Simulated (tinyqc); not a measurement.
# Implanted layer, carriers, mobility and sheet resistance: two studies

A p-type layer from the surface x = 0 to the junction xj, N(x) = N0 exp(-(x - Rp)^2/(2 sg^2)). Local neutrality (no depletion at surface or junction, no spilling of carriers), intrinsic carriers neglected, full ionisation of active dopants.

Values chosen for this exercise; values close to those of boron in silicon over an n-type background: temperature T = 300 K; background doping of the opposite type Nb = 3.4e17 cm^-3; peak chemical concentration N0 = 1.2e19 cm^-3; mobility limit at high doping m1 = 45.2 cm^2/(V s); mobility limit at low doping, at 300 K m2 = 464 cm^2/(V s); reference doping of the mobility law Nr = 2.25e17 cm^-3; exponent of the mobility law am = 0.699; temperature exponent of m2 bt = 2; solubility limit of active dopant Ns = 2.04e20 cm^-3; straggle after annealing sg = 100 nm; projected range Rp = 140 nm.

Constants: q = 1.602176634e-19 C. Results are converted to the units shown.

Each table varies one quantity; the others keep the values above.

## Effect of the peak chemical concentration

xj = Rp + sg sqrt(2 ln(N0/Nb)). Active dopant A = min(N, Ns); p = A - Nb; mobility mu = m1 + (m2 (T/300 K)^(-bt) - m1)/(1 + ((A + Nb)/Nr)^am). Dose = integral of N, carrier sheet density = integral of p, 1/Rs = q integral of p mu, mean mobility 1/(q Rs sheet density), Hall mobility (unit Hall factor) = integral of p mu^2 over integral of p mu, Hall sheet density = (integral of p mu)^2/integral of p mu^2; all from 0 to xj. Integrals on 4000 steps.

Effect of the peak chemical concentration:
columns A: N0 (cm^-3); B: xj (nm); C: dose (cm^-2); D: carriers (cm^-2); E: Rs (ohm/square); F: mean mobility (cm^2/(V s)); G: Rs xj (ohm nm); H: Hall/true sheet density
```
A           B         C         D      E      F        G       H
3.4e18  354.6  7.698e13  6.493e13  907.4  105.9  3.217e5  0.9880
6.7e18  384.2  1.532e14  1.401e14  506.2  88.01  1.945e5  0.9828
1.3e19  410.0  2.984e14  2.845e14  294.0  74.62  1.205e5  0.9801
2.6e19  434.5  5.980e14  5.833e14  165.7  64.57  7.201e4  0.9809
5.2e19  457.2  1.197e15  1.182e15  91.52  57.72  4.184e4  0.9845
1e20    477.2  2.303e15  2.287e15  51.11  53.39  2.439e4  0.9888
2e20    497.1  4.608e15  4.591e15  26.99  50.38  1.342e4  0.9928
4e20    516.0  9.216e15  6.372e15  19.79  49.50  1.021e4  0.9949
8e20    534.0  1.843e16  7.195e15  17.59  49.31     9394  0.9957
```

What does the comparison show?

As N0 goes from 3.4e18 to 8e20, xj rises from 355 to 534 nm, Rs falls from 907 to 17.6 ohm/square, the mean mobility falls from 106 to 49.3 cm^2/(V s) and the share of the dose that conducts goes from 84.3 through a maximum of 99.6 (at N0 = 2e20 among the rows listed) to 39.0 %. Rs goes as dose^(-0.85) at the low end and dose^(-0.17) at the high end; constant mobility and activation would give -1. Above N0 = Ns = 2.04e20 cm^-3 added dopant only widens the clipped top.

## Effect of the straggle after annealing

Same model as above.

Integrals on 4000 steps.

Effect of the straggle after annealing:
columns A: sg (nm); B: xj (nm); C: dose (cm^-2); D: carriers (cm^-2); E: Rs (ohm/square); F: mean mobility (cm^2/(V s)); G: Rs xj (ohm nm); H: Hall/true sheet density
```
A        B         C         D      E      F        G       H
82   358.9  2.349e14  2.227e14  365.3  76.72  1.311e5  0.9792
120  460.4  3.157e14  3.000e14  275.2  75.61  1.267e5  0.9798
180  620.6  4.212e14  4.001e14  207.0  75.37  1.285e5  0.9774
270  860.8  5.638e14  5.345e14  154.3  75.70  1.328e5  0.9751
400   1208  7.617e14  7.206e14  113.7  76.19  1.373e5  0.9735
```

What does the table show?

As sg goes from 82 to 400, xj rises from 359 to 1210 nm, Rs falls from 365 to 114 ohm/square, the mean mobility goes from 76.7 through a minimum of 75.4 (at sg = 180 among the rows listed) to 76.2 cm^2/(V s) and the share of the dose that conducts stays near 94.9 %. The peak N0 is held, so the dose changes too. Rs goes as sg^(-0.74) over the table.

Program tinyqc, `OMP_NUM_THREADS=1 python tinyqc.py 2110079 2110080 out.jsonl`; Intel Xeon 2.30GHz, shared host, one thread, about 0.01 s.
